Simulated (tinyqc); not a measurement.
Front-illuminated p-i-n photodiode, quantum efficiency and bandwidth: one step of the calculation.

Light enters through a p layer (0 to xp), a depleted layer (xp to xp + wi) and a thick n substrate, decaying as exp(-al x); one pass, no back reflection. Carriers made in the depleted layer are all collected; those in the neutral layers diffuse.

Problem. Quantum efficiency. k = al Ln, s = S Ln/Dn, e = exp(-al xp); front layer f1 = (k/(k^2 - 1)) {[s + k - e (s cosh(xp/Ln) + sinh(xp/Ln))]/[s sinh(xp/Ln) + cosh(xp/Ln)] - k e}; depleted layer f2 = e (1 - exp(-al wi)); substrate f3 = e exp(-al wi) al Lp/(1 + al Lp); external efficiency (1 - Rf)(f1 + f2 + f3); responsivity = efficiency q lam/(h c).

Parameters, values chosen for the exercise; values close to those of In0.53Ga0.47As at this wavelength: wavelength lam = 1550 nm; absorption coefficient al = 6850 1/cm; reflectance of the front face Rf = 0.3; thickness of the front p layer xp = 0.34 um; thickness of the depleted layer wi = 2.7 um; electron diffusion coefficient in the p layer Dn = 67 cm^2/s; electron diffusion length in the p layer Ln = 6.9 um; recombination velocity of the front surface S = 40000 cm/s; hole diffusion length in the thick n substrate Lp = 9.2 um.

Constants: q = 1.602176634e-19 C, h = 6.62607015e-34 J s, c = 299792458 m/s. Results are converted to the units shown.

Find: s; f1; f2; f3; external efficiency; responsivity.

Solution.

s = 0.4119
f1 = 0.2055
f2 = 0.6676
f3 = 0.1076
external efficiency = 0.6864
responsivity = 0.8581 A/W

The front layer absorbs 20.8 % of the light that enters and collects 98.9 % of that. Diffusion from the neutral layers makes up 31.9 % of the current.

Numbers from tinyqc (`OMP_NUM_THREADS=1 python tinyqc.py 2250026 2250027 out.jsonl`; about 0.01 s on one thread of a shared Intel Xeon 2.30GHz).
